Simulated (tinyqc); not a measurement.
# Junctionless gate-all-around wire, depletion approximation: two studies

A uniformly doped n-type wire of radius R under a surrounding gate; long channel. Below flat band a shell from radius rc to R is fully depleted and the neutral core, at channel potential V (0 at the source, Vd at the drain), carries the current with constant mobility; s = (rc/R)^2 is the share of the cross-section that conducts. The edge of the depleted shell is taken as abrupt, so there is no subthreshold current.

Values chosen for this exercise; material values close to those of silicon:

| symbol | value | unit | meaning |
|---|---|---|---|
| eps_r | 11.6 |  | relative permittivity of the semiconductor |
| eox | 9 |  | relative permittivity of the gate insulator |
| tox | 4.7 | nm | insulator thickness |
| R | 15 | nm | wire radius |
| Nd | 1.9e18 | cm^-3 | donor density |
| Vfb | 0.94 | V | flat-band voltage |
| mu | 71 | cm^2/(V s) | effective mobility in the wire |
| L | 0.5 | um | gate length |

Constants: q = 1.602176634e-19 C, eps0 = 8.8541878128e-14 F/cm where lengths are in cm. Results are converted to the units shown.

Each table varies one quantity; the others keep the values above.

## Effect of the donor density on the threshold

Cox = eps0 eox/(R ln(1 + tox/R)); A = q Nd R^2/(4 eps0 eps_r); B = q Nd R/(2 Cox); VT = Vfb - A - B. The flat-band conductance is G0 = q mu Nd pi R^2/L.

The same in every row: Cox (uF/cm^2) = 1.949.

Result of one run:
```
Nd (cm^-3),A (V),B (V),VT (V),G0 (uS)
6.9e17,0.06054,0.04254,0.8369,1.110
```

What becomes of these results when the donor density Nd is changed from 6.9e17 to 2e18 cm^-3, all else the same?

Result of the changed run:
```
Nd (cm^-3),A (V),B (V),VT (V),G0 (uS)
2e18,0.1755,0.1233,0.6412,3.216
```

The whole series:
```
Nd (cm^-3),A (V),B (V),VT (V),G0 (uS)
2.4e17,0.02106,0.01480,0.9041,0.3860
4e17,0.03510,0.02466,0.8802,0.6433
6.9e17,0.06054,0.04254,0.8369,1.110
1.2e18,0.1053,0.07398,0.7607,1.930
2e18,0.1755,0.1233,0.6412,3.216
3.4e18,0.2983,0.2096,0.4320,5.468
5.7e18,0.5002,0.3514,0.08843,9.167
```

As Nd goes from 2.4e17 to 5.7e18 cm^-3, VT falls from 0.904 to 0.0884 V and G0 rises from 0.386 to 9.17 uS. A + B goes on average as Nd^(1.00). The device is normally off (VT > 0) in 7 of the 7 rows. More conductance costs threshold voltage: the same dopants that conduct must be depleted. At Nd = 2.4e17 cm^-3 the radius is under two Debye lengths (at 300 K), so the depletion picture is rough.

## Effect of the wire radius on the threshold

Same model as above.

Effect of the wire radius on the threshold:
```
R (nm),Cox (uF/cm^2),A (V),B (V),VT (V),G0 (uS)
5,2.4050,0.018524,0.031644,0.88983,0.33950
6.7,2.2377,0.033262,0.045572,0.86117,0.60961
9.1,2.1030,0.061359,0.065861,0.81278,1.1246
12,2.0093,0.10670,0.090903,0.74240,1.9555
17,1.9203,0.21414,0.13474,0.59112,3.9246
22,1.8708,0.35863,0.17899,0.40238,6.5728
30,1.8251,0.66687,0.25019,0.022939,12.222
```

As R goes from 5 to 30 nm, VT falls from 0.890 to 0.0229 V and G0 rises from 0.340 to 12.2 uS. A + B goes on average as R^(1.62). The device is normally off (VT > 0) in 7 of the 7 rows. More conductance costs threshold voltage: the same dopants that conduct must be depleted. At R = 5 nm the radius is under two Debye lengths (at 300 K), so the depletion picture is rough.

tinyqc, about 0.01 s, one thread, Intel Xeon 2.30GHz (shared host): `OMP_NUM_THREADS=1 python tinyqc.py 2460140 2460141 out.jsonl`
